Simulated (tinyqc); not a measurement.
Inside a calculation. Method: UHF in the sto-3g basis, for H4+, spin multiplicity 2. Computed by tinyqc, a small Python program that keeps every step (integrals from PySCF). Settings: charge = 1, multiplicity = 2, basis = sto-3g, energy threshold = 1e-09, iteration cap = 55, orthogonalisation = symmetric, start = highest core orbitals, DIIS depth = 8, shift = 0.2, method = UHF. Command: `OMP_NUM_THREADS=1 python tinyqc.py 25792 25793 out.jsonl` (the two numbers bound the seeds that draw the settings). One thread of a shared host (Intel(R) Xeon(R) Processor @ 2.60GHz), about 0.09 s of CPU time with the checks. Later iterations appear only in the table of the cycle.

## One-electron integrals

Geometry (angstrom):
```
atom        x        y        z
H     0.00000  0.00000  0.00000
H     0.00000  0.00000  0.94100
H     0.00000  0.00000  2.55100
H     0.00000  0.00000  3.49200
```

Basis sto-3g: exponents (1/bohr^2) and contraction coefficients of normalised primitives:
```
element  l (shell)  exponent  coefficient
H            s (1)   3.42525      0.15433
H            s (1)   0.62391      0.53533
H            s (1)   0.16886      0.44463
```

Overlap, kinetic and nuclear-attraction integrals over the contracted functions; the nuclear repulsion is the sum of Za Zb / Rab.

nuclear repulsion = 2.0198121 hartree

overlap S, order 1H 1s, 2H 1s, 3H 1s, 4H 1s:
```
[[1.00000, 0.53189, 0.04497, 0.00612],
 [0.53189, 1.00000, 0.21883, 0.04497],
 [0.04497, 0.21883, 1.00000, 0.53189],
 [0.00612, 0.04497, 0.53189, 1.00000]]
```

kinetic energy T (hartree), order 1H 1s, 2H 1s, 3H 1s, 4H 1s:
```
[[0.76003, 0.13468, -0.01034, -0.00314],
 [0.13468, 0.76003, 0.00184, -0.01034],
 [-0.01034, 0.00184, 0.76003, 0.13468],
 [-0.00314, -0.01034, 0.13468, 0.76003]]
```

nuclear attraction V (hartree), order 1H 1s, 2H 1s, 3H 1s, 4H 1s:
```
[[-2.12616, -1.10512, -0.08131, -0.01059],
 [-1.10512, -2.30248, -0.41097, -0.08131],
 [-0.08131, -0.41097, -2.30248, -1.10512],
 [-0.01059, -0.08131, -1.10512, -2.12616]]
```

core Hamiltonian H = T + V (hartree), order 1H 1s, 2H 1s, 3H 1s, 4H 1s:
```
[[-1.36613, -0.97044, -0.09165, -0.01373],
 [-0.97044, -1.54245, -0.40913, -0.09165],
 [-0.09165, -0.40913, -1.54245, -0.97044],
 [-0.01373, -0.09165, -0.97044, -1.36613]]
```

## Two-electron integrals

Functions are numbered as in S; the eight-fold symmetry (ij|kl) = (ji|kl) = (kl|ij) leaves the list below.

Two-electron integrals (ij|kl) in chemists' order, unique and non-zero (hartree):
```
(11|11) 0.77461    (21|11) 0.33742    (21|21) 0.18390    (22|11) 0.49768
(22|21) 0.33742    (22|22) 0.77461    (31|11) 0.01823    (31|21) 0.01137
(31|22) 0.02463    (31|31) 0.00097    (32|11) 0.06769    (32|21) 0.04664
(32|22) 0.11376    (32|31) 0.00483    (32|32) 0.02654    (33|11) 0.20736
(33|21) 0.13614    (33|22) 0.32420    (33|31) 0.01823    (33|32) 0.11376
(33|33) 0.77461    (41|11) 0.00191    (41|21) 0.00125    (41|22) 0.00289
(41|31) 0.00012    (41|32) 0.00066    (41|33) 0.00289    (41|41) 1.69e-05
(42|11) 0.01120    (42|21) 0.00756    (42|22) 0.01823    (42|31) 0.00085
(42|32) 0.00483    (42|33) 0.02463    (42|41) 0.00012    (42|42) 0.00097
(43|11) 0.09359    (43|21) 0.05944    (43|22) 0.13614    (43|31) 0.00756
(43|32) 0.04664    (43|33) 0.33742    (43|41) 0.00125    (43|42) 0.01137
(43|43) 0.18390    (44|11) 0.15154    (44|21) 0.09359    (44|22) 0.20736
(44|31) 0.01120    (44|32) 0.06769    (44|33) 0.49768    (44|41) 0.00191
(44|42) 0.01823    (44|43) 0.33742    (44|44) 0.77461
```

## Orthogonalisation

S = U s U^T; symmetric (Loewdin) form X = U s^(-1/2) U^T, so that X^T S X = 1.

eigenvalues of S: [0.38913, 0.52589, 1.38592, 1.69906]

X, order 1H 1s, 2H 1s, 3H 1s, 4H 1s:
```
[[1.13719, -0.33448, 0.03366, -0.00866],
 [-0.33448, 1.16214, -0.14453, 0.03366],
 [0.03366, -0.14453, 1.16214, -0.33448],
 [-0.00866, 0.03366, -0.33448, 1.13719]]
```

## Starting guess

The start is the highest orbitals of the core Hamiltonian (a deliberately bad start); D(s) = C_occ C_occ^T for each spin.

D(alpha) at the start, order 1H 1s, 2H 1s, 3H 1s, 4H 1s:
```
[[1.24440, -1.06350, 0.19327, 0.02432],
 [-1.06350, 0.94573, -0.34884, 0.19327],
 [0.19327, -0.34884, 0.94573, -1.06350],
 [0.02432, 0.19327, -1.06350, 1.24440]]
```

D(beta) at the start, order 1H 1s, 2H 1s, 3H 1s, 4H 1s:
```
[[0.61004, -0.62838, 0.62838, -0.61004],
 [-0.62838, 0.64728, -0.64728, 0.62838],
 [0.62838, -0.64728, 0.64728, -0.62838],
 [-0.61004, 0.62838, -0.62838, 0.61004]]
```

## Iteration 1: building the Fock matrix

J_ij = sum D_kl (ij|kl) with D = D(alpha) + D(beta), K_ij = sum D_kl (ik|jl) for each spin; F = H + J - K(s); E = tr D H + tr D J / 2 - 0.5 sum_s tr D(s) K(s) + E_nn.

Coulomb J (hartree), order 1H 1s, 2H 1s, 3H 1s, 4H 1s:
```
[[1.29344, 0.66698, 0.05201, 0.00686],
 [0.66698, 1.29587, 0.26007, 0.05201],
 [0.05201, 0.26007, 1.29587, 0.66698],
 [0.00686, 0.05201, 0.66698, 1.29344]]
```

exchange K(alpha) (hartree), order 1H 1s, 2H 1s, 3H 1s, 4H 1s:
```
[[0.42052, 0.00999, -0.00461, 0.01144],
 [0.00999, 0.20584, 0.02549, -0.00461],
 [-0.00461, 0.02549, 0.20584, 0.00999],
 [0.01144, -0.00461, 0.00999, 0.42052]]
```

exchange K(beta) (hartree), order 1H 1s, 2H 1s, 3H 1s, 4H 1s:
```
[[0.17544, 0.00072, 0.01789, -0.01723],
 [0.00072, 0.12626, -0.01507, 0.01789],
 [0.01789, -0.01507, 0.12626, 0.00072],
 [-0.01723, 0.01789, 0.00072, 0.17544]]
```

F(alpha) (hartree), order 1H 1s, 2H 1s, 3H 1s, 4H 1s:
```
[[-0.49320, -0.31345, -0.03503, -0.01830],
 [-0.31345, -0.45242, -0.17455, -0.03503],
 [-0.03503, -0.17455, -0.45242, -0.31345],
 [-0.01830, -0.03503, -0.31345, -0.49320]]
```

F(beta) (hartree), order 1H 1s, 2H 1s, 3H 1s, 4H 1s:
```
[[-0.24812, -0.30418, -0.05753, 0.01037],
 [-0.30418, -0.37284, -0.13399, -0.05753],
 [-0.05753, -0.13399, -0.37284, -0.30418],
 [0.01037, -0.05753, -0.30418, -0.24812]]
```

total energy of this density = 0.2476638 hartree

## Iteration 1: diagonalisation and new density

A level shift of 0.2 hartree raises the virtual space: F + shift (S - S D(s) S), with D(s) the density of one spin. Diagonalise F' = X^T F X, C = X C', fill 2 alpha and 1 beta electrons from the bottom; D(s) = C_occ C_occ^T. Each column has its largest component positive (the first on a tie).

F' = X^T F X (alpha) (hartree):
```
[[-0.38014, -0.00029, 0.02118, -0.04065],
 [-0.00029, -0.24535, -0.08761, 0.02118],
 [0.02118, -0.08761, -0.24535, -0.00029],
 [-0.04065, 0.02118, -0.00029, -0.38014]]
```

orbital energies (alpha) (hartree): [-0.42552, -0.34199, -0.32824, -0.15524]

coefficients C (alpha), order 1H 1s, 2H 1s, 3H 1s, 4H 1s:
```
[[0.82524, 0.77466, -0.03174, -0.35234],
 [-0.36596, -0.15162, 0.65504, 0.94787],
 [-0.36596, 0.15162, 0.65504, -0.94787],
 [0.82524, -0.77466, -0.03174, 0.35234]]
```

F' = X^T F X (beta) (hartree):
```
[[0.01002, -0.14595, -0.06630, 0.08690],
 [-0.14595, -0.10863, -0.01628, -0.06630],
 [-0.06630, -0.01628, -0.10863, -0.14595],
 [0.08690, -0.06630, -0.14595, 0.01002]]
```

orbital energies (beta) (hartree): [-0.25347, -0.16464, -0.00458, 0.22549]

coefficients C (beta), order 1H 1s, 2H 1s, 3H 1s, 4H 1s:
```
[[0.23150, 0.35176, -0.77492, 0.79274],
 [0.50524, 0.50924, 0.81371, -0.55474],
 [0.50524, -0.50924, -0.81371, -0.55474],
 [0.23150, -0.35176, 0.77492, 0.79274]]
```

D(alpha) after iteration 1, order 1H 1s, 2H 1s, 3H 1s, 4H 1s:
```
[[1.28113, -0.41946, -0.18455, 0.08093],
 [-0.41946, 0.15692, 0.11094, -0.18455],
 [-0.18455, 0.11094, 0.15692, -0.41946],
 [0.08093, -0.18455, -0.41946, 1.28113]]
```

D(beta) after iteration 1, order 1H 1s, 2H 1s, 3H 1s, 4H 1s:
```
[[0.05359, 0.11697, 0.11697, 0.05359],
 [0.11697, 0.25527, 0.25527, 0.11697],
 [0.11697, 0.25527, 0.25527, 0.11697],
 [0.05359, 0.11697, 0.11697, 0.05359]]
```

## Iteration 2: building the Fock matrix

As before.

Coulomb J (hartree), order 1H 1s, 2H 1s, 3H 1s, 4H 1s:
```
[[1.31210, 0.65519, 0.04882, 0.00641],
 [0.65519, 1.18574, 0.23636, 0.04882],
 [0.04882, 0.23636, 1.18574, 0.65519],
 [0.00641, 0.04882, 0.65519, 1.31210]]
```

exchange K(alpha) (hartree), order 1H 1s, 2H 1s, 3H 1s, 4H 1s:
```
[[0.73387, 0.19200, -0.02872, -0.01882],
 [0.19200, 0.07795, -0.00319, -0.02872],
 [-0.02872, -0.00319, 0.07795, 0.19200],
 [-0.01882, -0.02872, 0.19200, 0.73387]]
```

exchange K(beta) (hartree), order 1H 1s, 2H 1s, 3H 1s, 4H 1s:
```
[[0.17824, 0.21469, 0.10048, 0.05241],
 [0.21469, 0.36855, 0.20172, 0.10048],
 [0.10048, 0.20172, 0.36855, 0.21469],
 [0.05241, 0.10048, 0.21469, 0.17824]]
```

F(alpha) (hartree), order 1H 1s, 2H 1s, 3H 1s, 4H 1s:
```
[[-0.78789, -0.50725, -0.01411, 0.01151],
 [-0.50725, -0.43466, -0.16958, -0.01411],
 [-0.01411, -0.16958, -0.43466, -0.50725],
 [0.01151, -0.01411, -0.50725, -0.78789]]
```

F(beta) (hartree), order 1H 1s, 2H 1s, 3H 1s, 4H 1s:
```
[[-0.23226, -0.52993, -0.14331, -0.05972],
 [-0.52993, -0.72525, -0.37449, -0.14331],
 [-0.14331, -0.37449, -0.72525, -0.52993],
 [-0.05972, -0.14331, -0.52993, -0.23226]]
```

total energy of this density = -1.1101225 hartree

## Iteration 2: DIIS over 2 matrices

error matrix X^T (FDS - SDF) X (alpha):
```
[[0.00000, 0.25486, -0.00945, 0.00000],
 [-0.25486, 0.00000, 0.00000, 0.00945],
 [0.00945, 0.00000, 0.00000, -0.25486],
 [0.00000, -0.00945, 0.25486, 0.00000]]
```

B (overlaps of the stored error matrices):
```
[[1.8843837e-02, 6.2832080e-02],
 [6.2832080e-02, 3.0101591e-01]]
```

Minimise |sum c_i e_i|^2 with sum c_i = 1: solve [B -1; -1 0][c; lambda] = [0; -1] with B_ij = tr e_i^T e_j summed over both spins, and take F = sum c_i F_i.

DIIS coefficients: [1.22652, -0.22652]

extrapolated F(alpha) (hartree), order 1H 1s, 2H 1s, 3H 1s, 4H 1s:
```
[[-0.42645, -0.26955, -0.03977, -0.02506],
 [-0.26955, -0.45644, -0.17567, -0.03977],
 [-0.03977, -0.17567, -0.45644, -0.26955],
 [-0.02506, -0.03977, -0.26955, -0.42645]]
```

extrapolated F(beta) (hartree), order 1H 1s, 2H 1s, 3H 1s, 4H 1s:
```
[[-0.25172, -0.25304, -0.03810, 0.02625],
 [-0.25304, -0.29301, -0.07952, -0.03810],
 [-0.03810, -0.07952, -0.29301, -0.25304],
 [0.02625, -0.03810, -0.25304, -0.25172]]
```

## Iteration 2: diagonalisation and new density

As before.

F' = X^T F X (alpha) (hartree):
```
[[-0.39053, -0.04362, 0.05016, -0.02199],
 [-0.04362, -0.21558, -0.10018, 0.05016],
 [0.05016, -0.10018, -0.21558, -0.04362],
 [-0.02199, 0.05016, -0.04362, -0.39053]]
```

orbital energies (alpha) (hartree): [-0.41296, -0.39949, -0.31531, -0.08444]

coefficients C (alpha), order 1H 1s, 2H 1s, 3H 1s, 4H 1s:
```
[[0.81047, 0.68779, -0.15865, -0.50119],
 [-0.26054, 0.04245, 0.70365, 0.95898],
 [-0.26054, -0.04245, 0.70365, -0.95898],
 [0.81047, -0.68779, -0.15865, 0.50119]]
```

F' = X^T F X (beta) (hartree):
```
[[0.00528, -0.19486, -0.06387, 0.01784],
 [-0.19486, -0.08482, -0.08942, -0.06387],
 [-0.06387, -0.08942, -0.08482, -0.19486],
 [0.01784, -0.06387, -0.19486, 0.00528]]
```

orbital energies (beta) (hartree): [-0.35247, -0.13525, 0.12730, 0.20135]

coefficients C (beta), order 1H 1s, 2H 1s, 3H 1s, 4H 1s:
```
[[0.27752, 0.41338, -0.74388, 0.77783],
 [0.47189, 0.44165, 0.85229, -0.58337],
 [0.47189, -0.44165, -0.85229, -0.58337],
 [0.27752, -0.41338, 0.74388, 0.77783]]
```

D(alpha) after iteration 2, order 1H 1s, 2H 1s, 3H 1s, 4H 1s:
```
[[1.12992, -0.18197, -0.24036, 0.18381],
 [-0.18197, 0.06969, 0.06608, -0.24036],
 [-0.24036, 0.06608, 0.06969, -0.18197],
 [0.18381, -0.24036, -0.18197, 1.12992]]
```

D(beta) after iteration 2, order 1H 1s, 2H 1s, 3H 1s, 4H 1s:
```
[[0.07702, 0.13096, 0.13096, 0.07702],
 [0.13096, 0.22268, 0.22268, 0.13096],
 [0.13096, 0.22268, 0.22268, 0.13096],
 [0.07702, 0.13096, 0.13096, 0.07702]]
```

## Iteration 3: building the Fock matrix

As before.

Coulomb J (hartree), order 1H 1s, 2H 1s, 3H 1s, 4H 1s:
```
[[1.31361, 0.65728, 0.04858, 0.00638],
 [0.65728, 1.18172, 0.23396, 0.04858],
 [0.04858, 0.23396, 1.18172, 0.65728],
 [0.00638, 0.04858, 0.65728, 1.31361]]
```

exchange K(alpha) (hartree), order 1H 1s, 2H 1s, 3H 1s, 4H 1s:
```
[[0.75814, 0.26643, -0.02773, -0.01238],
 [0.26643, 0.12679, -0.01789, -0.02773],
 [-0.02773, -0.01789, 0.12679, 0.26643],
 [-0.01238, -0.02773, 0.26643, 0.75814]]
```

exchange K(beta) (hartree), order 1H 1s, 2H 1s, 3H 1s, 4H 1s:
```
[[0.19970, 0.22022, 0.10143, 0.05656],
 [0.22022, 0.35111, 0.19076, 0.10143],
 [0.10143, 0.19076, 0.35111, 0.22022],
 [0.05656, 0.10143, 0.22022, 0.19970]]
```

F(alpha) (hartree), order 1H 1s, 2H 1s, 3H 1s, 4H 1s:
```
[[-0.81065, -0.57958, -0.01535, 0.00503],
 [-0.57958, -0.48752, -0.15728, -0.01535],
 [-0.01535, -0.15728, -0.48752, -0.57958],
 [0.00503, -0.01535, -0.57958, -0.81065]]
```

F(beta) (hartree), order 1H 1s, 2H 1s, 3H 1s, 4H 1s:
```
[[-0.25221, -0.53338, -0.14451, -0.06391],
 [-0.53338, -0.71184, -0.36593, -0.14451],
 [-0.14451, -0.36593, -0.71184, -0.53338],
 [-0.06391, -0.14451, -0.53338, -0.25221]]
```

total energy of this density = -1.2656707 hartree

## Iteration 3: DIIS over 3 matrices

error matrix X^T (FDS - SDF) X (alpha):
```
[[0.00000, 0.23450, 0.04965, 0.00000],
 [-0.23450, 0.00000, 0.00000, -0.04965],
 [-0.04965, 0.00000, 0.00000, -0.23450],
 [0.00000, 0.04965, 0.23450, 0.00000]]
```

B (overlaps of the stored error matrices):
```
[[1.8843837e-02, 6.2832080e-02, 5.0231752e-02],
 [6.2832080e-02, 3.0101591e-01, 2.8827495e-01],
 [5.0231752e-02, 2.8827495e-01, 2.9373441e-01]]
```

As before.

DIIS coefficients: [1.22602, -0.91658, 0.69056]

extrapolated F(alpha) (hartree), order 1H 1s, 2H 1s, 3H 1s, 4H 1s:
```
[[-0.44232, -0.31960, -0.04061, -0.02952],
 [-0.31960, -0.49294, -0.16717, -0.04061],
 [-0.04061, -0.16717, -0.49294, -0.31960],
 [-0.02952, -0.04061, -0.31960, -0.44232]]
```

extrapolated F(beta) (hartree), order 1H 1s, 2H 1s, 3H 1s, 4H 1s:
```
[[-0.26549, -0.25553, -0.03897, 0.02332],
 [-0.25553, -0.28393, -0.07372, -0.03897],
 [-0.03897, -0.07372, -0.28393, -0.25553],
 [0.02332, -0.03897, -0.25553, -0.26549]]
```

## Iteration 3: diagonalisation and new density

As before.

F' = X^T F X (alpha) (hartree):
```
[[-0.37315, -0.12741, 0.05681, -0.04204],
 [-0.12741, -0.23502, -0.07161, 0.05681],
 [0.05681, -0.07161, -0.23502, -0.12741],
 [-0.04204, 0.05681, -0.12741, -0.37315]]
```

orbital energies (alpha) (hartree): [-0.44997, -0.44967, -0.27185, -0.04485]

coefficients C (alpha), order 1H 1s, 2H 1s, 3H 1s, 4H 1s:
```
[[0.62187, 0.54047, -0.54342, -0.65737],
 [0.12713, 0.28111, 0.73949, 0.91784],
 [0.12713, -0.28111, 0.73949, -0.91784],
 [0.62187, -0.54047, -0.54342, 0.65737]]
```

F' = X^T F X (beta) (hartree):
```
[[-0.01509, -0.19862, -0.06797, 0.00989],
 [-0.19862, -0.06865, -0.07895, -0.06797],
 [-0.06797, -0.07895, -0.06865, -0.19862],
 [0.00989, -0.06797, -0.19862, -0.01509]]
```

orbital energies (beta) (hartree): [-0.35233, -0.13917, 0.12451, 0.19954]

coefficients C (beta), order 1H 1s, 2H 1s, 3H 1s, 4H 1s:
```
[[0.31734, 0.43873, -0.72922, 0.76245],
 [0.44113, 0.41207, 0.86698, -0.60697],
 [0.44113, -0.41207, -0.86698, -0.60697],
 [0.31734, -0.43873, 0.72922, 0.76245]]
```

D(alpha) after iteration 3, order 1H 1s, 2H 1s, 3H 1s, 4H 1s:
```
[[0.67883, 0.23099, -0.07287, 0.09462],
 [0.23099, 0.09518, -0.06286, -0.07287],
 [-0.07287, -0.06286, 0.09518, 0.23099],
 [0.09462, -0.07287, 0.23099, 0.67883]]
```

D(beta) after iteration 3, order 1H 1s, 2H 1s, 3H 1s, 4H 1s:
```
[[0.10070, 0.13999, 0.13999, 0.10070],
 [0.13999, 0.19459, 0.19459, 0.13999],
 [0.13999, 0.19459, 0.19459, 0.13999],
 [0.10070, 0.13999, 0.13999, 0.10070]]
```

## Iteration 22 (converged): orbitals

converged F(alpha) (hartree), order 1H 1s, 2H 1s, 3H 1s, 4H 1s:
```
[[-0.72251, -0.73090, -0.07782, -0.00517],
 [-0.73090, -0.68706, -0.24049, -0.07782],
 [-0.07782, -0.24049, -0.68706, -0.73090],
 [-0.00517, -0.07782, -0.73090, -0.72251]]
```

converged F(beta) (hartree), order 1H 1s, 2H 1s, 3H 1s, 4H 1s:
```
[[-0.35722, -0.50646, -0.13758, -0.06085],
 [-0.50646, -0.52698, -0.32802, -0.13758],
 [-0.13758, -0.32802, -0.52698, -0.50646],
 [-0.06085, -0.13758, -0.50646, -0.35722]]
```

Diagonalise F' = X^T F X, C = X C', fill 2 alpha and 1 beta electrons from the bottom; D(s) = C_occ C_occ^T. Each column has its largest component positive (the first on a tie).

F' = X^T F X (alpha) (hartree):
```
[[-0.45649, -0.50993, 0.03899, -0.00510],
 [-0.50993, -0.38129, -0.14992, 0.03899],
 [0.03899, -0.14992, -0.38129, -0.50993],
 [-0.00510, 0.03899, -0.50993, -0.45649]]
```

orbital energies (alpha) (hartree): [-0.96863, -0.90121, -0.02417, 0.21845]

coefficients C (alpha), order 1H 1s, 2H 1s, 3H 1s, 4H 1s:
```
[[0.38721, 0.46169, 0.72945, -0.71490],
 [0.38246, 0.38429, -0.64554, 0.87964],
 [0.38246, -0.38429, -0.64554, -0.87964],
 [0.38721, -0.46169, 0.72945, 0.71490]]
```

F' = X^T F X (beta) (hartree):
```
[[-0.13871, -0.38790, -0.00634, -0.03383],
 [-0.38790, -0.27694, -0.25196, -0.00634],
 [-0.00634, -0.25196, -0.27694, -0.38790],
 [-0.03383, -0.00634, -0.38790, -0.13871]]
```

orbital energies (beta) (hartree): [-0.78335, -0.44858, 0.08191, 0.31872]

coefficients C (beta), order 1H 1s, 2H 1s, 3H 1s, 4H 1s:
```
[[0.25402, 0.42780, 0.78582, -0.73569],
 [0.48921, 0.42496, -0.56892, 0.86073],
 [0.48921, -0.42496, -0.56892, -0.86073],
 [0.25402, -0.42780, 0.78582, 0.73569]]
```

D(alpha) after iteration 22, order 1H 1s, 2H 1s, 3H 1s, 4H 1s:
```
[[0.36309, 0.32552, -0.02933, -0.06323],
 [0.32552, 0.29396, -0.00140, -0.02933],
 [-0.02933, -0.00140, 0.29396, 0.32552],
 [-0.06323, -0.02933, 0.32552, 0.36309]]
```

D(beta) after iteration 22, order 1H 1s, 2H 1s, 3H 1s, 4H 1s:
```
[[0.06453, 0.12427, 0.12427, 0.06453],
 [0.12427, 0.23933, 0.23933, 0.12427],
 [0.12427, 0.23933, 0.23933, 0.12427],
 [0.06453, 0.12427, 0.12427, 0.06453]]
```

## Convergence

Stop when the energy changes by less than 1e-09 hartree and every element of the error matrix X^T (F D S - S D F) X (for each spin) is below 9e-06.

Course of the cycle:
```
iteration  E (hartree)     change  largest element of the error matrix
1            0.2476638          -                             6.04e-02
2           -1.1101225  -1.36e+00                             2.55e-01
3           -1.2656707  -1.56e-01                             2.34e-01
4           -1.5998193  -3.34e-01                             1.42e-01
5           -1.6979972  -9.82e-02                             2.17e-02
6           -1.6991543  -1.16e-03                             1.13e-02
7           -1.6992584  -1.04e-04                             1.29e-02
8           -1.6992959  -3.75e-05                             1.31e-02
9           -1.6993146  -1.87e-05                             1.31e-02
10          -1.6993266  -1.19e-05                             1.30e-02
11          -1.0472572   6.52e-01                             8.13e-02
12          -1.7011772  -6.54e-01                             5.50e-03
13          -1.7012791  -1.02e-04                             1.50e-03
14          -1.7012861  -6.97e-06                             1.18e-03
15          -1.7012900  -3.93e-06                             6.58e-04
16          -1.7012915  -1.47e-06                             1.88e-04
17          -1.7012915  -4.14e-08                             1.62e-04
18          -1.7012916  -7.63e-08                             8.10e-05
19          -1.7012913   2.95e-07                             2.89e-04
20          -1.7012916  -3.13e-07                             4.38e-05
21          -1.7012916  -7.33e-09                             6.64e-06
22          -1.7012916  -1.76e-10                             1.01e-06
```

PySCF UHF in the same basis, after a stability check = -1.7012916 hartree

Converged in 22 iterations.

## Populations, bond orders and dipole

Mulliken: Z minus the diagonal of D S on the atom; Loewdin: the same with S^(1/2) D S^(1/2); Mayer order: 2 sum_s sum (D(s) S)_ij (D(s) S)_ji over the two atoms.

Charges (e):
```
atom  Mulliken  Loewdin  Mulliken spin
1H     0.32887  0.32227        0.39792
2H     0.17113  0.17773        0.10208
3H     0.17113  0.17773        0.10208
4H     0.32887  0.32227        0.39792
```

Mayer bond orders:
```
pair    order
2-1   0.58995
3-1   0.09855
3-2   0.27179
4-1   0.04500
4-2   0.09855
4-3   0.58995
```

dipole moment about the origin, x y z (debye): [0.00000, 0.00000, 8.38640]

<S^2> of the determinant (pure state: 0.75) = 0.78043
